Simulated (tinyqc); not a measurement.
Time-domain thermoreflectance: layered heat flow under a modulated pulse train, and what the signal ratio measures. From phase of H(2 pi f) back to substrate conductivity kappa. Computed by tinyqc, a small Python program. Command: `OMP_NUM_THREADS=1 python tinyqc.py 3110846 3110847 out.jsonl tdtr inv`. One thread of a shared host (Intel(R) Xeon(R) Processor @ 2.30GHz), about 0.04 s of CPU time with the checks.

Pulses repeat at 80 MHz; heat is laid down at the surface, all layers are isotropic, and the film is in perfect contact with the substrate.

Inputs (values chosen for the exercise, modelled on aluminium on sapphire):

| quantity | value | unit |
|---|---|---|
| metal thickness d | 88 | nm |
| metal conductivity | 150 | W/(m K) |
| metal heat capacity | 2.42 | MJ/(m^3 K) |
| boundary conductance G under the metal | 120 | MW/(m^2 K) |
| film thickness | 7.1 | nm |
| film conductivity | 0.69 | W/(m K) |
| film heat capacity | 2.3 | MJ/(m^3 K) |
| substrate heat capacity C | 3.03 | MJ/(m^3 K) |
| modulation frequency f | 1 | MHz |
| spot radius w (1/e^2, pump and probe) | 5.4 | micrometre |

Stack: metal, film, substrate.

Method. For radial wave number k and angular frequency W each layer has u = sqrt(4 pi^2 k^2 + i W C/kappa) and gamma = kappa u. Surface impedance from below: Z = 1/gamma for the substrate; a layer of thickness L maps Z to (Z + tanh(u L)/gamma)/(1 + gamma Z tanh(u L)); a boundary adds 1/G. Response per absorbed watt H(W) = 2 pi int_0^(2/w) Z(k, W) exp(-pi^2 k^2 w^2) k dk by 20 Gauss-Legendre points.

Question. A run gave the result below. Find the substrate conductivity kappa, known to lie between 21 and 67 W/(m K).

phase of H(2 pi f) = -26.91943 degrees

Answer.

Each step takes the trial c = (a f_b - b f_a)/(f_b - f_a), f being the result less the target and a, b, c the logarithms of the listed values; c replaces end b, the old b replaces a if the sign of f changed, and otherwise f_a is halved.

Scan of the range:

| substrate conductivity kappa (W/(m K)) | phase of H(2 pi f) (degrees) |
|---|---|
| 21.0 | -31.5707 |
| 25.5 | -30.2206 |
| 30.9 | -28.7891 |
| 37.5 | -27.2538 |
| 45.5 | -25.6356 |
| 55.2 | -23.9468 |
| 67.0 | -22.1998 |

False position (Illinois rule, in the logarithm of the input) inside the bracket:

| step | end a | end b | trial | phase of H(2 pi f) (degrees) |
|---|---|---|---|---|
| 1 | 37.5000 | 45.5000 | 39.0289 | -26.9260 |
| 2 | 45.5000 | 39.0289 | 39.0594 | -26.9196 |
| 3 | 45.5000 | 39.0594 | 39.0606 | -26.9193 |
| 4 | 39.0594 | 39.0606 | 39.0600 | -26.9194 |

Phase of H(2 pi f) rises at every point of a 13-point scan of the range (every second point is shown), so one value fits; it is bracketed by 37.5 and 45.5. Answer: substrate conductivity kappa = 39.06 W/(m K).
